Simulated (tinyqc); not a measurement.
# Worked calculation: vertical double-diffused power MOSFET, components of the on-resistance

Program tinyqc, `OMP_NUM_THREADS=1 python tinyqc.py 2230108 2230109 out.jsonl`; Intel Xeon 2.30GHz, shared host, one thread, about 0.01 s. Printed values are rounded.

Stripe cells of pitch Wp + a, two channels a cell. Current flows through the channels, spreads in the accumulation layer, passes the gap between the p bodies and spreads at 45 degrees into the drift layer below them. Low drain voltage, full ionisation.

Inputs (values chosen for the exercise); bulk values close to those of 4H silicon carbide:
- T = 400 K (temperature)
- eps_r = 9.59 (relative permittivity)
- Kc = 22600 V/cm per (cm^-3)^(1/8) (critical-field constant)
- BV = 6500 V (rated breakdown voltage of the drift layer)
- mud = 788 cm^2/(V s) (drift mobility at 300 K)
- bt = 2.2 (temperature exponent of the drift mobility)
- tox = 94 nm (gate oxide thickness (eps_r 3.9))
- Vov = 8 V (gate overdrive)
- mch = 45 cm^2/(V s) (channel mobility)
- mac = 100 cm^2/(V s) (accumulation-layer mobility)
- Lc = 0.4 um (channel length)
- Wp = 6.8 um (width of the p body in one cell, channels included)
- a = 4.9 um (gap between neighbouring p bodies)
- xp = 1.3 um (depth of the p body)
- Nj = 5 (doping of the gap over the drift doping)
- Vbi = 2.76 V (built-in voltage of the body junction)
- Rs = 0.051 mohm cm^2 (substrate and contact resistance)

Constants: q = 1.602176634e-19 C, eps0 = 8.8541878128e-14 F/cm where lengths are in cm. Results are converted to the units shown.

## Drift layer

Triangular field at breakdown with Ec = Kc N^(1/8): BV = eps0 eps_r Ec^2/(2 q N), so N = (eps0 eps_r Kc^2/(2 q BV))^(4/3); W = 2 BV/Ec; mu = mud (T/300 K)^(-bt); rho = 1/(q mu N); ideal resistance rho W.

drift doping N = 1.234167e15 cm^-3
Ec = 1.739924 MV/cm
drift thickness W = 74.71592 um
electron mobility mu at T = 418.4668 cm^2/(V s)
drift resistivity rho = 12.08522 ohm cm
ideal resistance = 90.29586 mohm cm^2

## Components of the on-resistance

Pitch p = Wp + a, Cox = 3.9 eps0/tox; zero-bias depletion in the gap w0 = sqrt(2 eps0 eps_r Vbi/(q N Nj)), open gap g = a - 2 w0; R_ch = Lc p/(2 mch Cox Vov); R_acc = 0.6 a p/(4 mac Cox Vov), 0.6 being an empirical factor for current leaving the layer along its length; R_gap = (rho/Nj) xp p/g; spreading depth t = min(W, (p - g)/2); R_drift = (rho p/2) ln((g + 2 t)/g) + rho (W - t); R_on = the sum with Rs.

w0 = 0.6885350 um
g = 3.522930 um
components (mohm cm^2): channel 1.769408, accumulation 2.926158, gap 1.043542, drift 93.84069, substrate 0.051
R_on = 99.63079 mohm cm^2
shares (%): channel 1.77596, accumulation 2.93700, gap 1.04741, drift 94.18844, substrate 0.05119

The drift term is the largest. R_on is 1.10 times the ideal drift resistance rho W, and spreading raises the drift term to 1.04 times it.
